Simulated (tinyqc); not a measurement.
## Series resistance and length offset from two lengths at two overdrives

Problem. In strong inversion R W = Rsd + k(x)(L - dL), k(x) = (1 + th1 x)/(mu0 Cox x), x the overdrive, Cox = eps0 eox/tox, with Rsd and dL independent of x. Find dL, Rsd, mu0 and th1.

Inputs (values chosen for the exercise): relative permittivity of the gate insulator (close to silicon dioxide) eox = 3.9; insulator thickness tox = 5.5 nm.

Constants: eps0 = 8.8541878128e-14 F/cm where lengths are in cm. Results are converted to the units shown.

total resistance times width (ohm um):
```
                  L = 0.056 um  L = 0.44 um
overdrive 0.54 V    718.834299   4182.46217
overdrive 1.09 V    566.373841   2636.07753
```

Answer. At each overdrive R W is a straight line in L; the two lines cross at L = dL, R W = Rsd. Their slopes give k x = (1 + th1 x)/(mu0 Cox), a straight line in x.

dL = 0.01400 um
Rsd = 340.0 ohm um
mu0 = 410.0 cm^2/(V s)
th1 = 0.4700 1/V

Computed by the program tinyqc: `OMP_NUM_THREADS=1 python tinyqc.py 2210060 2210061 out.jsonl`, one thread of a shared Intel Xeon 2.30GHz, about 0.01 s for the whole run.
